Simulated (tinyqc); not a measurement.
Stoner model of a band magnet at zero temperature: one step, computed by the program tinyqc.

Five orbitals per spin share one band; u = (E - E_bottom)/W runs from 0 to 1, and the states per spin, atom and energy are g = 5 d(u)/W with d = (8/pi) sqrt(u (1 - u)). N(u) is the integral of d from 0. The moment m = n_up - n_down (electrons per atom) moves the fillings to n +/- m/10; the energy is E(m) = E_band(m) - I m^2/4.

Problem. The paramagnetic state. Solve N(u_F) = n; g_F = 5 d(u_F)/W; the Stoner product is I g_F.

Inputs (values chosen for the exercise, for a model d band): band width W = 3.6 eV; filling n per spin orbital = 0.6; Stoner parameter I = 0.552 eV.

Density of states: semi-elliptic.

Give: u_F; g_F; Stoner product I g_F.

Solution.

u_F = 0.5789

g_F = 1.746 1/eV

Stoner product I g_F = 0.9639

I g_F < 1: the paramagnet is locally stable.
